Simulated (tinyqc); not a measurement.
Inside a calculation. Model: band bending at a free surface with one surface level, surface photovoltage and Kelvin probe.

Numbers from tinyqc (`OMP_NUM_THREADS=1 python tinyqc.py 2430143 2430144 out.jsonl`; about 0.01 s on one thread of a shared Intel Xeon 2.30GHz). Printed values are rounded.

n-type bulk, xi = Ec - EF = Vt ln(Nc/Nd), p0 = ni^2/Nd, ni = sqrt(Nc Nv) exp(-Eg/(2 Vt)), Eg in volts. b is the upward band bending, u = b/Vt. Space charge per area, in units of q: Qc = sign(b) sqrt((2 eps0 eps_r Vt/q) [(Nd + dn)(exp(-u) - 1) + Nd u + (p0 + dn)(exp(u) - 1)]), with dn the excess density under light (flat quasi-Fermi levels; 0 in the dark). The level holds -Ns f, f = 1/(1 + exp((xi + b - Es)/Vt)). Neutrality: Qc + Qf + (charge of the states) = 0.

Parameters, values chosen for the exercise; band and dielectric values those of a made-up semiconductor: temperature T = 350 K; band gap Eg = 1.27 eV; relative permittivity eps_r = 9.39; conduction-band density of states at T Nc = 7.5e17 cm^-3; valence-band density of states at T Nv = 1.68e19 cm^-3; electron affinity chi = 5.1 eV; donor density Nd = 7.5e16 cm^-3; fixed positive charge at the surface Qf = 0 cm^-2; work function of the probe tip pt = 4.4 eV; density of an acceptor-like surface level Ns = 6.6e12 cm^-2; its depth below the conduction edge Es = 0.33 eV; excess carrier density under light dn = 1.9e13 cm^-3.

Constants: q = 1.602176634e-19 C, kB = 1.380649e-23 J/K, Vt = kB T/q, eps0 = 8.8541878128e-14 F/cm where lengths are in cm. Results are converted to the units shown.

## Bulk quantities

xi, ni, p0, the Debye length sqrt(eps0 eps_r Vt/(q Nd)) and the flat-band work function chi + xi.

xi = 0.0694475 eV
ni = 2.55028e9 cm^-3
p0 = 86.7190 cm^-3
Debye length = 14.4458 nm
chi + xi = 5.16945 eV

## Charges against band bending

b, point 0 to 6 (V): 0.101  0.168  0.236  0.303  0.37  0.438  0.505

Evaluate Qc, the surface charge Qf - Ns f and their sum in the dark; the root lies where the sum changes sign.

```
point  Qc (cm^-2)  surface charge (cm^-2)  sum (cm^-2)
0      2.36569e11             -6.56689e12  -6.33032e12
1      3.27691e11             -6.30683e12  -5.97914e12
2      4.00290e11             -4.57362e12  -4.17333e12
3      4.60842e11             -1.29787e12  -8.37033e11
4      5.14321e11             -1.70683e11   3.43638e11
5      5.63433e11             -1.83318e10   5.45101e11
6      6.07954e11              -1.99308e9   6.05961e11
```

The sum rises steadily with b, so there is one root; bisection gives b = 0.33675 V.

## Work function and Kelvin-probe reading

converged b = 0.336755 V

Work function chi + xi + b; contact potential difference CPD = (work function of the sample) - pt. Depth of EF below Ec at the surface: xi + b. Depletion width Qc/Nd.

xi + b = 0.406202 eV
Qc = 4.88517e11 cm^-2
Qc/Nd = 65.1356 nm
work function = 5.50620 eV
CPD = 1106.20 mV

The level is 7.40 % filled: the Fermi level is pinned at it.

## Surface photovoltage

Under chopped light the surface charge keeps its dark value, so b falls to bL with Qc(bL, dn) = Qc(b, 0); the photovoltage is b - bL. Qc rises with b, so bL follows by bisection.

bL = 0.272549 V
photovoltage = 64.2064 mV
share of b removed = 19.0662 %
excess holes at the surface, dn exp(bL/Vt) = 1.59691e17 cm^-3
